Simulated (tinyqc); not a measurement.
## Resistance of a source-drain extension with a graded tip: effect of the position under the gate where the fall begins

y runs along the channel, the gate covers y > 0. The doping is N0 for y < y0 and N0 10^(-(y - y0)/la) beyond, uniform over the depth xj. Sheet conductance s(y) = q mu(N) max(N - Nch, 0) xj + (for y > 0) ma Cox Vo, with mu(N) = u0 + (u1 - u0)/(1 + (N/Nr)^au) and Cox = eps0 eox/tox. Current is taken as one-dimensional; depletion of the tip, spreading and the contact are left out. The metallurgical junction lies at yj, where N = Nch.

R_spacer = integral of dy/s from -Ls to 0, R_ov from 0 to yj, R_channel = (Lg - 2 yj)/(ma Cox Vo), R_total = 2 R_spacer + 2 R_ov + R_channel. Electrical length L_eff = ma Cox dR_total/d(1/Vo); R_series = R_total - L_eff/(ma Cox Vo).

Values chosen for this exercise; mobility law close to that of holes in silicon:
```
symbol    value        unit                                                               meaning
eox        22.3              relative permittivity of the gate insulator (close to hafnium oxide)
tox         4.5          nm                                                   insulator thickness
N0       9.9e19       cm^-3                      active doping of the extension far from the gate
la          2.8   nm/decade                                                    lateral abruptness
xj           10          nm                                                depth of the extension
Nch      2.3e18       cm^-3                                                        channel doping
Ls           12          nm                                                         spacer length
Vo         0.75           V                                                        gate overdrive
ma           72  cm^2/(V s)                                    mobility of the gate-induced layer
u1        470.5  cm^2/(V s)                                                mobility at low doping
u0         44.9  cm^2/(V s)                                               mobility at high doping
Nr      2.23e17       cm^-3                                                      reference doping
au        0.719                                                                          exponent
Lg           40          nm                                                           gate length
```

Constants: q = 1.602176634e-19 C, eps0 = 8.8541878128e-14 F/cm where lengths are in cm. Results are converted to the units shown.

Effect of the position under the gate where the fall begins:
```
y0 (nm)  yj (nm)  R_spacer (ohm um)  R_ov (ohm um)  R_channel (ohm um)  R_total (ohm um)  L_eff (nm)  R_series (ohm um)
-4        0.5749              50.99          2.327               164.0             270.6       39.91              102.2
-2         2.575              19.01          8.755               147.1             202.6       38.26              41.13
0          4.575              15.44          12.15               130.2             185.4       34.96              37.87
2          6.575              15.44          14.12               113.3             172.5       31.17              40.89
4          8.575              15.44          16.10               96.44             159.5       27.39              43.91
6          10.57              15.44          18.07               79.56             146.6       23.61              46.94
8          12.57              15.44          20.04               62.68             133.6       19.83              49.96
```

As y0 goes from -4 to 8, R_total falls from 271 to 134 ohm um, L_eff falls from 39.9 to 19.8 nm and R_series goes from 102 through a minimum of 37.9 (at y0 = 0 among the rows listed) to 50.0 ohm um. More overlap also shortens the channel and adds capacitance, effects on threshold and speed that are left out.

tinyqc, about 0.03 s, one thread, Intel Xeon 2.30GHz (shared host): `OMP_NUM_THREADS=1 python tinyqc.py 2282168 2282169 out.jsonl`
